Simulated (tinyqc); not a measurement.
Weakening the contact bond: metal-induced gap states at the contact of a metal chain and a two-band chain.

The semiconductor alternates sites A at -Eg/2 and C at +Eg/2 with hopping -t; the gap runs from -Eg/2 to Eg/2. In the gap cosh(q a) = 1 + (Eg^2/4 - E^2)/(2 t^2) and the amplitude changes by -exp(-q a) a period. The metal has site energy 0 and hopping -tm; its end site has g_m = (E - i sqrt(4 tm^2 - E^2))/(2 tm^2). Sites 1, 2, ... count into the semiconductor, with energies e1, e2 alternating. The clean half chain has g1 = 1/(E - e1 - t^2 g2), g2 = 1/(E - e2 - t^2 g1), decaying root. With the contact G11 = 1/(1/g1 - tc^2 g_m), and the density on site j is -Im G_jj/pi = |psi_j/psi_1|^2 (-Im G11/pi), per spin, with psi_2/psi_1 = -t g2, psi_3/psi_2 = -t g1.

Constants: e^2/(4 pi eps0) = 14.39964547 eV angstrom.

Values chosen for the exercise (gap and optical dielectric constant near those of GaN; the chain itself is a model; not measured data):
- Eg = 3.38 eV (gap)
- t = 2.58 eV (hopping in the semiconductor)
- tm = 2.98 eV (hopping in the metal)
- end = A (site that touches the metal)
- a = 3.19 angstrom (period (two sites); one chain for each area a^2)
- eps = 5.6 (dielectric constant)
- E = 1.08 eV (energy from mid-gap)

At the given E, tc is varied, as by a thin spacer. xi = 1/(2q), N = 2 (summed density)/a^2, S = 1/(1 + 4 pi e^2 N xi/eps) with xi and eps kept.

Against tc:

| tc (eV) | D1 (1/eV) | summed density (1/eV) | S |
|---|---|---|---|
| 0.10 | 0.00002 | 0.00013 | 0.9975 |
| 0.25 | 0.00013 | 0.00079 | 0.9843 |
| 0.50 | 0.00053 | 0.00316 | 0.9398 |
| 0.80 | 0.00136 | 0.00813 | 0.8583 |
| 1.20 | 0.00310 | 0.01847 | 0.7272 |
| 1.80 | 0.00707 | 0.04207 | 0.5392 |
| 2.50 | 0.01345 | 0.08010 | 0.3806 |
| 3.50 | 0.02292 | 0.13645 | 0.2651 |

What does the comparison show?

For a weak bond the density goes as tc^2 (ratio 6.26 between 0.25 and 0.1 eV, against 6.25). It is largest at tc = 3.5 eV among these rows, the end of the table; the peak may lie just before or beyond it. S is 0.997 at 0.1 eV and has its least value, 0.265, in that row.

Program tinyqc; command `OMP_NUM_THREADS=1 python tinyqc.py 1452629 1452630 out.jsonl`; about 0.01 s on one thread of a shared Intel(R) Xeon(R) Processor @ 2.30GHz.
